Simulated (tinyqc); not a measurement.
# Tunnelling through a gate dielectric, WKB transmission and Tsu-Esaki current: dielectrics compared at equal EOT

Electrons leave the emitter at x = 0. Energies E (motion across the layers) are in eV from the emitter Fermi level; the collector Fermi level lies at -V and offers states at every E. No charge in the dielectric and no image force: F1 = V/t1, U = phi1 - F1 x. With C = hbar^2/(2 m0), kappa = sqrt(m (U - E)/C) where U > E and 0 elsewhere; T(E) = exp(-S), S = 2 times the integral of kappa over x.

A single layer of thickness t1 = EOT eps_r/3.9 for each dielectric, at V = 0.5 V. Each layer adds (2/F) sqrt(m/C) [G(u at its left edge) - G(u at its right edge)] to S, with u = U - E (0 where negative) and G(u) = (2/3) u^1.5. J = J0 times the integral of T(E) N(E) dE, N = ln[(1 + exp(-E/Vt))/(1 + exp((-E - V)/Vt))], J0 = q^2 me m0 kB T/(2 pi^2 hbar^3) (times 1e-4 for A/cm^2 per eV), from E = -Ef to far above the barrier (T = 1 there), by quadrature converged to the digits shown.

Inputs (values chosen for the exercise):
- T = 300 K (temperature)
- Ef = 0.27 eV (Fermi energy of the emitter above its band bottom)
- me = 1 m0 (emitter mass in the supply function)
- EOT = 1 nm (equivalent oxide thickness)

Constants: q = 1.602176634e-19 C, kB = 1.380649e-23 J/K, hbar = 1.054571817e-34 J s, m0 = 9.1093837015e-31 kg, Vt = kB T/q, hbar^2/(2 m0) = 0.0380998212 eV nm^2. Results are converted to the units shown.

Dielectrics (values chosen for the exercise, close to those of the materials named):
```
,eps_r,phi1 (eV),m1 (m0)
silicon dioxide,3.99,2.96,0.49
silicon nitride,7.66,2.19,0.52
aluminium oxide,8.62,2.48,0.38
hafnium oxide,23,1.47,0.2
zirconium oxide,25.1,1.33,0.24
```

Leakage at equal EOT:
```
,t1 (nm),S at E = 0,J (A/cm^2),eps_r sqrt(m1 phi1)
silicon dioxide,1.023,12.08,2390,4.805
silicon nitride,1.964,20.20,0.4513,8.174
aluminium oxide,2.210,20.84,0.2574,8.368
hafnium oxide,5.897,29.80,1.320e-5,12.47
zirconium oxide,6.436,33.50,2.457e-7,14.18
```

From the lowest current to the highest: zirconium oxide, hafnium oxide, aluminium oxide, silicon nitride, silicon dioxide; the span is 9.99 decades. The figure eps_r sqrt(m1 phi1), to which S is proportional at low voltage, gives the same order.

Numbers from tinyqc (`OMP_NUM_THREADS=1 python tinyqc.py 2540106 2540107 out.jsonl`; about 0.02 s on one thread of a shared Intel Xeon 2.30GHz).
